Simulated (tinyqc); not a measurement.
Spectrum around the optical phonon: single-oscillator infrared dielectric function of a polar cubic crystal. Computed by tinyqc, a small Python program. Command: `OMP_NUM_THREADS=1 python tinyqc.py 3028073 3028074 out.jsonl infrared walk`. One thread of a shared host (Intel(R) Xeon(R) Processor @ 2.30GHz), about 0.01 s of CPU time with the checks.

One ion pair, charges +Z* and -Z*, in a cell of volume Omega = a^3/4. Frequencies omega are given as wavenumbers (1/cm); eps_s is the static dielectric constant.

Inputs (values chosen for the exercise, modelled on sodium chloride):
```
quantity              value      unit
lattice constant a     5.64  angstrom
mass M_A              22.99         u
mass M_B              35.45         u
omega_TO                165      1/cm
Born charge Z*         1.08         e
eps_inf                2.31         -
phonon damping gamma    5.2      1/cm
```

Structure: rock salt. Free carriers: absent.

Constants: nu for 1 eV/(angstrom^2 u) = 15.6333042 THz; 1 THz = 33.35640952 1/cm; e^2/(4 pi eps_0) = 14.39964548 eV angstrom.

Method:
- mu = M_A M_B/(M_A + M_B); ionic plasma term W^2 = 4 pi Z*^2 (e^2/(4 pi eps_0))/(Omega mu) in eV/(angstrom^2 u), turned into 1/cm by W = 15.6333042 x 33.35640952 x sqrt(W^2); omega_LO^2 = omega_TO^2 + W^2/eps_inf; eps_s = eps_inf + W^2/omega_TO^2; Szigeti charge 3 Z*/(eps_inf + 2); longitudinal (Callen) charge Z*/eps_inf.
- eps(omega) = eps_inf + W^2/(omega_TO^2 - omega^2 - i gamma omega); n + i k = sqrt(eps) with k >= 0; R = |(n + i k - 1)/(n + i k + 1)|^2 at normal incidence from vacuum.
- The loss function is Im(-1/eps).

omega_LO = 258.742 1/cm

W = 302.917 1/cm

Spectrum:
```
omega (1/cm)    Re eps     Im eps          R  Im(-1/eps)
82.5            6.8019   0.094374    0.19866   0.0020395
140             14.235     1.1386    0.33850   0.0055829
160             47.049     22.906    0.58183   0.0083652
165               2.31     106.94    0.75913   0.0093463
188            -8.8302     1.3414    0.91329    0.016815
212            -2.8486    0.32094    0.90639    0.039057
240           -0.70577    0.12391    0.84231     0.24132
259           0.010372   0.077708    0.43810      12.643
264            0.15175   0.069761    0.18751      2.5008
274            0.39411   0.057047   0.052460     0.35975
298            0.82085   0.037474  0.0025365    0.055501
388             1.5661   0.012170   0.012479   0.0049617
647             2.0756  0.0020152   0.032601  4.6778e-04
```

R peaks among these rows at 188 per cm with 0.91 and is lowest, 0.003, at 298; far above omega_LO it tends to ((sqrt(eps_inf) - 1)/(sqrt(eps_inf) + 1))^2 = 0.043. Im eps is largest at 165 and the loss function at 259: absorption marks the TO mode and the loss function the LO mode. Re eps is negative in some rows, where R averages 0.89.

Extremes, crossings and ranges named in words are read from the listed rows.
